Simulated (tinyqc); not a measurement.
Worked calculation: plane-wave Kohn-Sham cycle with exchange-only LDA in a layered model solid. One step of it, computed by the program tinyqc.

Question. Iteration 2: potential. V_H(G) = 4 pi rho(G)/G^2 for G != 0 (uniform background); v_x = -(3 rho/pi)^(1/3); V = V_ext + V_H + v_x; Fourier components f(G_m) = (1/N) sum_j f(x_j) exp(-i G_m x_j).

A solid whose potential varies along x alone (atomic units):
```
parameter                      value
period a                    5.600000
cross-section of the cell  26.000000
electrons per cell                 4
grid points                       16
plane waves -n..n, n               2
k points                           1
V1 in V1 cos(2 pi x/a)     -0.710000
V2 in V2 cos(4 pi x/a)     -0.190000
```

density after iteration 1 (e/bohr^3): 0.02871799  0.03137508  0.03591257  0.03637200  0.03128274  0.02437995  0.01962427  0.01776307  0.01742309  0.01776307  0.01962427  0.02437995  0.03128274  0.03637200  0.03591257  0.03137508

Give: Potentials on the grid; V(G_m), m = 0, 1, 2, ....

Answer.

Potentials on the grid (hartree):
```
x       V_ext     V_H     v_x       V
0.000  -0.900   0.072  -0.302  -1.130
0.350  -0.790   0.071  -0.311  -1.030
0.700  -0.502   0.063  -0.325  -0.764
1.050  -0.137   0.043  -0.326  -0.421
1.400   0.190   0.010  -0.310  -0.110
1.750   0.406  -0.029  -0.286   0.092
2.100   0.502  -0.063  -0.266   0.174
2.450   0.522  -0.085  -0.257   0.180
2.800   0.520  -0.093  -0.255   0.172
3.150   0.522  -0.085  -0.257   0.180
3.500   0.502  -0.063  -0.266   0.174
3.850   0.406  -0.029  -0.286   0.092
4.200   0.190   0.010  -0.310  -0.110
4.550  -0.137   0.043  -0.326  -0.421
4.900  -0.502   0.063  -0.325  -0.764
5.250  -0.790   0.071  -0.311  -1.030
```

V(G_m), m = 0, 1, 2, ... (hartree): -0.295  -0.328  -0.092  0.003  0.000
